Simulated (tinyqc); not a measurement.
Inside a calculation: valley splitting in a one-orbital chain of atomic planes (second-neighbour model). Values are carried at full precision from step to step, so a last printed digit may differ when a step is redone from the rounded ones.

Each (001) plane carries one orbital with energy e0, hopping v to the next plane and u to the second: E(phi) = e0 + 2 v cos(phi) + 2 u cos(2 phi), where phi = pi - k a/4 (the sign of every second orbital is chosen so that v > 0, which shifts the phase by pi). The minimum lies at cos(phi0) = -v/(4u), phi0 = pi - (pi/2) k0 for a valley at k0 (2 pi/a), and e0 puts it at zero. A slab of N planes has hard walls: the matrix simply ends.

Constants: hbar^2/2m0 = 3.80998211 eV angstrom^2.

Values chosen for the exercise (near those of the Delta valleys of silicon; abrupt walls in this chain split the valleys several times more than measured wells; shifted at random, so the results belong to these values and not to a real crystal): a = 5.429 angstrom (lattice constant; planes lie a/4 apart); k0 = 0.877 2 pi/a (position of the valley); ml = 0.861 m0 (longitudinal mass); N = 7 (planes in the small slab).

## Hoppings from the valley position and mass

The curvature at the minimum is d2E/dphi2 = 8 u sin^2(phi0) = (2c/ml)/(a/4)^2 with c = hbar^2/2m0; v = -4 u cos(phi0); e0 = 2u + v^2/(4u).

phi0 = 1.76400 rad
u = 0.62353 eV
v = 0.47889 eV
e0 = 1.33900 eV

## The bulk band

E at phi = j pi/10.

Band:

| phi/pi | E (eV) |
|---|---|
| 0.0 | 3.5438 |
| 0.1 | 3.2588 |
| 0.2 | 2.4992 |
| 0.3 | 1.5166 |
| 0.4 | 0.6261 |
| 0.5 | 0.0920 |
| 0.6 | 0.0341 |
| 0.7 | 0.3907 |
| 0.8 | 0.9495 |
| 0.9 | 1.4370 |
| 1.0 | 1.6283 |

## Hamiltonian of the slab

e0 on the diagonal, v and u on the first and second off-diagonals.

H (eV), lower triangle:
```
        1       2       3       4       5       6       7
1  1.3390
2  0.4789  1.3390
3  0.6235  0.4789  1.3390
4       0  0.6235  0.4789  1.3390
5       0       0  0.6235  0.4789  1.3390
6       0       0       0  0.6235  0.4789  1.3390
7       0       0       0       0  0.6235  0.4789  1.3390
```

## Levels and the valley doublet

Diagonalise H. The two lowest levels are the doublet made from the valleys at +k0 and -k0; give their splitting, the weights of the lowest state, and its parity under reversal of the planes.

levels (eV): 0.2641  0.2973  0.8732  1.1023  1.4485  2.2230  3.1646

splitting = 33.15 meV

weights on the planes: 0.082  0.183  0.028  0.415  0.028  0.183  0.082

parity of the lowest state: even

The mean of the doublet lies 0.2807 eV above the bulk minimum, and level 3 lies 0.5925 eV above that mean; the weights oscillate from plane to plane because the two valleys interfere.

## Checks

- Mean of the doublet for 400 planes against the effective-mass level with W = 402 a/4 (meV): both 0.1467.

Program tinyqc; command `OMP_NUM_THREADS=1 python tinyqc.py 1450881 1450882 out.jsonl`; about 0.01 s on one thread of a shared Intel(R) Xeon(R) Processor @ 2.30GHz.
